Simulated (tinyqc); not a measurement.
Grain growth, pinning, strength and diffusional creep of a polycrystal or thin film: one step, computed by the program tinyqc. Command: `OMP_NUM_THREADS=1 python tinyqc.py 3022975 3022976 out.jsonl grain walk`. One thread of a shared host (Intel(R) Xeon(R) Processor @ 2.30GHz), about 0.01 s of CPU time with the checks.

One mean grain size d describes the structure.

Task: Diffusional creep at T_c. Nabarro-Herring rate = 14 sigma Omega D_l/(k_B T d^2), D_l = D0 exp(-Q_l/(k_B T)); Coble rate = 14 pi sigma Omega delta D_b/(k_B T d^3), delta D_b = delta D0b exp(-Q_b/(k_B T)); they are equal at d_x = pi delta D_b/D_l.

Inputs (values chosen for the exercise, modelled on tungsten):

| quantity | value | unit |
|---|---|---|
| atomic volume Omega | 15.85 | angstrom^3 |
| anneal temperature T | 2414 | K |
| lattice diffusion energy Q_l | 5.26 | eV |
| boundary diffusion energy Q_b | 3.83 | eV |
| lattice prefactor D0 | 2.2e-05 | m^2/s |
| boundary prefactor delta D0b | 1.6e-14 | m^3/s |
| applied stress sigma | 21 | MPa |
| service temperature T_c | 1566 | K |

grain size d = 130.4551 nm

Constants: k_B = 1.380649e-23 J/K; k_B = 8.617333262e-05 eV/K.

Give: Nabarro-Herring rate; Coble rate; crossover size d_x; time to 1 % strain.

Result:

Nabarro-Herring rate = 3.289e-09 1/s

Coble rate = 2.304e-06 1/s

crossover size d_x = 91.40 micrometre

time to 1 % strain = 4334 s

Boundary diffusion carries the creep, by a factor 700.
